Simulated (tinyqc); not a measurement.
Scattering rates of a carrier in a spherical band by Fermi's golden rule: one step, computed by the program tinyqc.

All processes here are isotropic or elastic, and the rate listed is the momentum relaxation rate.

Problem. Phonon occupation and screening length. Phonon occupation N_q = 1/(exp(hbar w/(k_B T)) - 1). Debye screening by free carriers of density N_I: L_s = sqrt(eps_s eps_0 k_B T/(e^2 N_I)).

Inputs (values chosen for the exercise, for a model non-polar semiconductor): static permittivity eps_s = 8.41; phonon energy hbar w = 24.9 meV; ionised impurity density N_I = 2.1e+15 1/cm^3; temperature T = 77 K.

Crystal: non-polar. Band: parabolic. Impurity formula: Brooks-Herring. Further scattering: alloy.

Constants: k_B = 8.617333262e-05 eV/K; eps_0 = 8.8541878128e-12 F/m; k_B = 1.380649e-23 J/K; e = 1.602176634e-19 C.

Give: N_q; screening length L_s.

Solution.

N_q = 0.02402

screening length L_s = 38.32 nm

Above the threshold emission is favoured over absorption by (N_q + 1)/N_q = exp(hbar w/k_B T) = 42.6, apart from the density of final states.
